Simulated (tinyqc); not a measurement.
Energy and delay of logic against supply voltage: two steps of the calculation.

One expression serves below and above threshold: I(Vg) = Ik [ln(1 + exp((Vg - VT + dd V)/(al nf Vt)))]^al, with I_on = I(V) and I_off = I(0). Gate delay td = kd C V/I_on, clock period LD td. Per gate and cycle the switching energy is act C V^2 and the leakage energy I_off V LD td. No short-circuit current, no variation. Minima are sought above 0.09 V; below a few Vt gates no longer switch and the model has no meaning.

Parameters, values chosen for the exercise; values of the order met in logic technologies:
```
symbol,value,unit,meaning
T,330,K,temperature
VT,0.38,V,threshold voltage at zero drain bias
nf,1.4,,slope factor
dd,0.05,,barrier lowering per volt of supply
Ik,1.2,uA,specific current of a gate
al,1.81,,exponent of the current law
C,0.34,fF,load capacitance of a gate
kd,1,,delay factor
LD,60,,logic depth
act,0.2,,activity factor
V,0.8,V,supply voltage
```

Constants: q = 1.602176634e-19 C, kB = 1.380649e-23 J/K, Vt = kB T/q. Results are converted to the units shown.

Problem 1. Currents, delay and energies. I_on, I_off, td, clock frequency 1/(LD td), both energies and their sum.

Give: I_on; I_off; td; clock frequency; switching energy; leakage energy; energy.

Solution 1.

I_on = 34.40 uA
I_off = 0.2327 nA
td = 7.907 ps
clock frequency = 2.108 GHz
switching energy = 43.52 aJ
leakage energy = 0.08831 aJ
energy = 43.61 aJ

I_on/I_off = 1.48e5; leakage makes up 0.203 % of the energy.

Problem 2. New V. Minimum-energy supply: E(V) is the energy per gate and cycle; with h = 0.001 V, E' = (E(V + h) - E(V - h))/(2 h), E'' = (E(V - h) - 2 E(V) + E(V + h))/h^2, V(new) = V - E'/E''.

V after iteration 2 = 0.26050997 V

Give: E'; E''; V after iteration 3.

Solution 2.

E' = -0.27740 aJ/V
E'' = 672.45 aJ/V^2
V after iteration 3 = 0.26092 V

Program tinyqc, `OMP_NUM_THREADS=1 python tinyqc.py 2082101 2082102 out.jsonl`; Intel Xeon 2.30GHz, shared host, one thread, about 0.01 s.
